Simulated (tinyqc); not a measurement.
Nuclear against electronic stopping over energy: ion implantation: universal nuclear stopping, Lindhard-Scharff electronic stopping and a Gaussian range profile. Computed by tinyqc, a small Python program. Command: `OMP_NUM_THREADS=1 python tinyqc.py 3011742 3011743 out.jsonl implant walk`. One thread of a shared host (Intel(R) Xeon(R) Processor @ 2.30GHz), about 0.09 s of CPU time with the checks.

An ion slows by elastic collisions with screened nuclei and by friction with electrons; channelling is ignored and the target is uniform.

Inputs (values chosen for the exercise, modelled on oxygen ions in copper): ion atomic number Z1 = 8; ion mass M1 = 16 u; target atomic number Z2 = 29; target mass M2 = 63.55 u; target density N = 84.9 1/nm^3; scale factor of electronic stopping k = 0.95.

Method:
- Reduced energy eps = 32.53 M2 E/(Z1 Z2 (M1 + M2)(Z1^0.23 + Z2^0.23)), E in keV; s_n = ln(1 + 1.1383 eps)/(2 (eps + 0.01321 eps^0.21226 + 0.19593 eps^0.5)) for eps up to 30 and ln(eps)/(2 eps) above; S_n = 8.462 Z1 Z2 M1 s_n/((M1 + M2)(Z1^0.23 + Z2^0.23)) in 1e-15 eV cm^2.
- S_e = k 3.83 Z1^(7/6) Z2/(Z1^(2/3) + Z2^(2/3))^(3/2) sqrt(E/M1) in 1e-15 eV cm^2, E in keV.
- Path length R = int_0^E dE'/(N (S_n + S_e)); energy lost to nuclei nu = int_0^E S_n/(S_n + S_e) dE' (both with E' = E y^3 and 64 Gauss-Legendre points in y).

Stopping (1e-15 eV cm^2) and range:
```
E (keV)         eps     S_n     S_e  R (nm)     nu/E
1        2.9612e-02  24.865    6.06    6.90  0.82240
2        5.9224e-02  29.827    8.57   10.27  0.80610
5        1.4806e-01  35.000   13.55   18.29  0.77060
10       2.9612e-01  36.714   19.16   29.49  0.72892
20       5.9224e-01  35.630   27.09   49.24  0.66936
50       1.4806e+00  29.743   42.83  101.17  0.55589
100      2.9612e+00  23.222   60.58  176.43  0.44568
200      5.9224e+00  16.642   85.67  303.03  0.32823
500      1.4806e+01   9.653  135.45  588.89  0.19252
```

What follows from these numbers?

Nuclear stopping peaks near 10 keV among these rows (eps = 0.30; the universal curve peaks near 0.3). Electronic stopping overtakes it between 20 and 50 keV. The path length grows as E^0.57 at the low end and E^0.73 at the high end; constant stopping would give E^1, and stopping that rises with E, be it nuclear (below its peak) or electronic, gives a lower exponent.

Extremes, crossings and ranges named in words are read from the listed rows.
